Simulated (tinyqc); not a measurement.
A spin-degenerate level with charging energy between two leads, rate equations: two steps of the calculation.

States 0, up, down and 2 with energies 0, e1 - Ez/2, e1 + Ez/2 and 2 e1 + U. mu_L = +V/2, mu_R = -V/2 (meV), f(x) = 1/(1 + exp(x/kB T)). A transition that adds one electron of given spin at the energy E has the rate G f(E - mu) from each lead, and its reverse G [1 - f(E - mu)]. I counts electrons leaving the left lead, times q.

Values chosen for this exercise:

| symbol | value | unit | meaning |
|---|---|---|---|
| U | 10.7 | meV | charging energy of the second electron |
| e1 | -8.29 | meV | level |
| GL | 2.9 | 1/ns | tunnel rate to the left lead |
| GR | 0.85 | 1/ns | tunnel rate to the right lead |
| T | 9.8 | K | temperature |
| V | 11 | mV | bias |
| Ez | 0 | meV | Zeeman splitting |

Constants: q = 1.602176634e-19 C, kB = 1.380649e-23 J/K, Vt = kB T/q. Results are converted to the units shown.

Question 1. Transition energies and Fermi factors. Transition energies: 0-up e1 - Ez/2, 0-down e1 + Ez/2, up-2 e1 + U + Ez/2, down-2 e1 + U - Ez/2.

Give: E; fL; fR.

Answer 1.

```
transition  E (meV)     fL      fR
0-up         -8.290  1.000  0.9646
0-down       -8.290  1.000  0.9646
up-2          2.410  0.975  0.0001
down-2        2.410  0.975  0.0001
```

Question 2. Steady state and current. Steady state: W p = 0 with sum p = 1. I = q GL sum over transitions i-j of [fL p_i - (1 - fL) p_j].

W (1/ns):
```
               0          up        down           2
0     -7.4397460   0.0301270   0.0301270   0.0000000
up     3.7198730  -2.8573748   0.0000000   0.9227522
down   3.7198730   0.0000000  -2.8573748   0.9227522
2      0.0000000   2.8272478   2.8272478  -1.8455044
```

fL, transition 0-up to down-2: [0.99999992, 0.99999992, 0.97488797, 0.97488797]

Find: p; mean number of electrons; I.

Answer 2.

p: 0 0.0016, up 0.1972, down 0.1972, 2 0.6041
mean number of electrons = 1.602
I = 166.0 pA

In units of q GL GR/(GL + GR) = 105 pA the current is 1.58; two independent spin channels fully inside the bias window would give 2.

Range of the model: Rate equations need hbar G well below kB T; cotunnelling and the Kondo effect are left out.

Program tinyqc, `OMP_NUM_THREADS=1 python tinyqc.py 2780024 2780025 out.jsonl`; Intel Xeon 2.30GHz, shared host, one thread, about 0.01 s.
